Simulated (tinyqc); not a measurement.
Gap and mass from two generation rates.

Question. In the two-band model the band-to-band tunnelling rate in a uniform field is G = A F^2 exp(-B/F), with B = pi sqrt(m/C) Eg^1.5/4 (V/nm), A = 1e21 (2 q/h) m Eg/(16 pi C B) for G in cm^-3 s^-1 and F in V/nm, C = hbar^2/(2 m0). Find B, A, Eg and m.

Constants: q = 1.602176634e-19 C, hbar = 1.054571817e-34 J s, h = 6.62607015e-34 J s, m0 = 9.1093837015e-31 kg, hbar^2/(2 m0) = 0.0380998212 eV nm^2. Results are converted to the units shown.

G at F = 0.015 and 0.031 V/nm (cm^-3 s^-1): [3.0708273e16, 2.5039394e24]

Answer. The slope of ln(G/F^2) against 1/F is -B and the intercept gives A. The product A B fixes m Eg, and B = (pi/4) Eg sqrt(m Eg/C) then gives Eg.

B = 0.4872 V/nm
A = 1.745e34 cm^-3 s^-1 (V/nm)^-2
Eg = 0.6600 eV
m = 0.05100 m0

Numbers from tinyqc (`OMP_NUM_THREADS=1 python tinyqc.py 2620078 2620079 out.jsonl`; about 0.01 s on one thread of a shared Intel Xeon 2.30GHz).
